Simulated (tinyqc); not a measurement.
What the s* orbital does: sp3s* tight binding.

sp3s* tight binding, nearest neighbours only: anion (a) at 0, cation (c) at a/4 (1,1,1), orbitals s, px, py, pz, s* on each; k in units of 2 pi/a. With phases e_j = exp(i (pi/2) k.n_j) for n = (1,1,1), (1,-1,-1), (-1,1,-1), (-1,-1,1): g0 = (e1+e2+e3+e4)/4, g1 = (e1+e2-e3-e4)/4, g2 = (e1-e2+e3-e4)/4, g3 = (e1-e2-e3+e4)/4. The diagonal holds the levels Esa, Epa, Exa (s*) and Esc, Epc, Exc. Anion-cation block: <sa|sc> = Vss g0; <sa|xc> = Vsapc g1; <xa|sc> = -Vscpa g1; <xa|xc> = Vxx g0; <xa|yc> = <ya|xc> = Vxy g3, <xa|zc> = <za|xc> = Vxy g2, <ya|zc> = <za|yc> = Vxy g1; <s*a|xc> = Vxapc g1; <xa|s*c> = -Vpaxc g1; y and z take g2 and g3 in place of g1; s-s* and s*-s* vanish.

Values chosen for the exercise (near a published set for Ge, fitted to gaps, whose masses and valley positions are rough; shifted at random, so the results belong to these values and not to a real crystal):
- Esa = -5.888 eV (s level of the anion)
- Epa = 1.609 eV (p level of the anion)
- Esc = -5.888 eV (s level of the cation)
- Epc = 1.609 eV (p level of the cation)
- Exa = 6.404 eV (s* level of the anion)
- Exc = 6.404 eV (s* level of the cation)
- Vss = -6.789 eV (s-s)
- Vxx = 1.612 eV (px-px)
- Vxy = 4.891 eV (px-py)
- Vsapc = 5.46 eV (s anion, p cation)
- Vscpa = 5.46 eV (s cation, p anion)
- Vxapc = 5.221 eV (s* anion, p cation)
- Vpaxc = 5.221 eV (p anion, s* cation)

The s* couplings Vxapc and Vpaxc are scaled by f; f = 0 is the plain sp3 model. Gaps from the top of the valence band at Gamma; the Delta value is the minimum on (x,0,0), 0.5 <= x <= 1.

Gaps (eV):
```
f      Gamma   Delta       L  x of the minimum
0.00  0.9040  3.6323  2.2468             0.500
0.25  0.9040  3.4617  2.1005             0.500
0.50  0.9040  2.8335  1.7307             0.673
0.75  0.9040  1.8285  1.2581             0.789
0.90  0.9040  1.2053  0.9619             0.805
1.00  0.9040  0.7916  0.7667             0.809
1.10  0.9040  0.3814  0.5760             0.810
```

What can be read from this table?

The gap at Gamma stays, since g1 to g3 vanish there. From f = 0 to 1 the s* levels lower the Delta value by 2.841 eV and L by 1.480 eV. For f = 0 and 0.25 the least value lies at x = 0.5, the end of the range: any valley further out lies above that value until s* has lowered it enough. The lowest of the three is Gamma at f = 0 and L at f = 1.

(tinyqc, `OMP_NUM_THREADS=1 python tinyqc.py 1450975 1450976 out.jsonl`, Intel(R) Xeon(R) Processor @ 2.30GHz, 1 thread, shared host, about 0.1 s.)
